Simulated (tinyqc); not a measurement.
# Stability and critical current from long pulses

Problem. For long pulses a magnetic tunnel junction switches at I = Ic0 [1 - ln(tp/t0)/Delta]. Find Ic0 and Delta.

Parameters, values chosen for the exercise:
```
symbol  value  unit       meaning
t0          1    ns  attempt time
```

switching current for pulses of 0.0001 and 0.01 s (uA): 36.898780  34.593334

Solution. I is linear in ln tp: it equals Ic0 at tp = t0, and the slope is -Ic0/Delta.

Ic0 = 42.66 uA
Delta = 85.22

tinyqc, about 0.01 s, one thread, Intel Xeon 2.30GHz (shared host): `OMP_NUM_THREADS=1 python tinyqc.py 2450136 2450137 out.jsonl`
